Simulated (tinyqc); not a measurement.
From results back to parameters: heavy doping: gap narrowing, degeneracy and the minority density.

Problem. Narrowing at two dopings was computed from hidden E0 and N0, with N0 below Na.

Empirical narrowing (Slotboom form, constants chosen for the exercise; published fits of this form give the apparent narrowing, here it is taken as the true one): dEg = E0 [ln(N/N0) + sqrt(ln(N/N0)^2 + C)].

Values chosen for the exercise (out of a larger set: gap and densities of states near those of Ge at this temperature; narrowing constants of the size fitted for Si, not for this material; not measured data):
```
symbol  value    unit    meaning
C       0.5              smoothing constant
Na      1.6e+18  1/cm^3
Nb      4.8e+19  1/cm^3
```

dEg(Na) = 42.9670 meV
dEg(Nb) = 104.4352 meV

Find: N0; E0.

Solution. The ratio dEg(Nb)/dEg(Na) depends on N0 alone and rises steadily with it; solve for ln N0 by bisection, then E0 from either value.

N0 = 1.6e+17 1/cm^3
E0 = 9.12 meV

(tinyqc, `OMP_NUM_THREADS=1 python tinyqc.py 1682763 1682764 out.jsonl`, Intel(R) Xeon(R) Processor @ 2.30GHz, 1 thread, shared host, about 0.01 s.)
